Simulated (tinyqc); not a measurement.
Mean-field antiferromagnet of the Hubbard model on the square lattice, step by step. Values are carried at full precision from step to step, so a last printed digit may differ when a step is redone from the rounded ones.

e(k) = -2 t (cx + cy) - 4 t2 cx cy, ci = cos ki; one electron a site; Q = (pi, pi). <n_up - n_dn> = m cos(Q.R) gives Delta = U m/2 and bands E = e+ -/+ sqrt(e-^2 + Delta^2), e+- = (e(k) +- e(k + Q))/2 (the constant U/2 is dropped). Means run over the mesh k_i = 2 pi (j + 1/2)/N of the whole zone: mu from mean(f(E-) + f(E+)) = 1; m(out) = mean of Delta (f(E-) - f(E+))/sqrt(e-^2 + Delta^2); free energy per site F = -kT mean[ln(1 + exp(-(E- - mu)/kT)) + ln(1 + exp(-(E+ - mu)/kT))] + mu + U m^2/4. Order at T > 0 in two dimensions is an artefact of mean field.

Constants: kB = 8.617333262e-05 eV/K.

Parameters, chosen for this exercise: t = 1.06 eV (nearest hopping); t2 = 0 eV (second hopping); N = 8 (mesh); U = 7.39 eV (on-site repulsion); m0 = 0.32 (starting staggered moment); T = 100 K.

## Folded levels on the mesh

Collect the points with equal |e-| and e+.

Classes of points:
```
|e-| (eV),e+ (eV),points
0.00000,0.00000,16
1.14734,0.00000,16
1.62258,0.00000,8
2.76991,0.00000,16
3.91725,0.00000,8
```

## One mean-field step

From m = m0 form Delta, the two bands of each class and m(out).

Delta = 1.1824 eV

E-, E+ and Delta/sqrt(e-^2 + Delta^2) of each class:
```
|e-| (eV),E- (eV),E+ (eV),Delta/sqrt(e-^2 + Delta^2)
0.0000,-1.1824,1.1824,1.0000
1.1473,-1.6476,1.6476,0.7177
1.6226,-2.0077,2.0077,0.5889
2.7699,-3.0117,3.0117,0.3926
3.9172,-4.0918,4.0918,0.2890
```

m(out) = 0.6373

m(out) is above m0, so the next step starts from a larger moment.

## Self-consistency

Repeat with m = m(out) until |m(out) - m| < 1e-8; F(0) is the free energy at m = 0.

Iterations:
```
step,m,Delta (eV),m(out),F (eV)
1,0.320000,1.18240,0.637305,-2.033675
2,0.637305,2.35484,0.804006,-2.330894
3,0.804006,2.97080,0.851300,-2.397712
4,0.851300,3.14555,0.861845,-2.402781
5,0.861845,3.18452,0.864055,-2.403030
6,0.864055,3.19269,0.864513,-2.403041
7,0.864513,3.19437,0.864607,-2.403041
8,0.864607,3.19472,0.864627,-2.403041
9,0.864627,3.19480,0.864631,-2.403041
10,0.864631,3.19481,0.864631,-2.403041
11,0.864631,3.19481,0.864632,-2.403041
12,0.864632,3.19481,0.864632,-2.403041
13,0.864632,3.19481,0.864632,-2.403041
```

m = 0.8646
Delta = 3.1948 eV
lowest E+ minus highest E- on the mesh = 6.3896 eV
F - F(0) = -728.26 meV

Converged in 13 steps. The ordered state lies 728.26 meV a site below the paramagnet and is an insulator on this mesh. A mesh of N = 48 gives m = 0.865 and F - F(0) = -685.4 meV.

## Checks

- Energy gain at U = 400 t against the exchange limit -z t^2/U a site (z neighbours), counted from -U/4 (eV): both -0.0106.

(tinyqc, `OMP_NUM_THREADS=1 python tinyqc.py 1680380 1680381 out.jsonl`, Intel(R) Xeon(R) Processor @ 2.30GHz, 1 thread, shared host, about 0.2 s.)
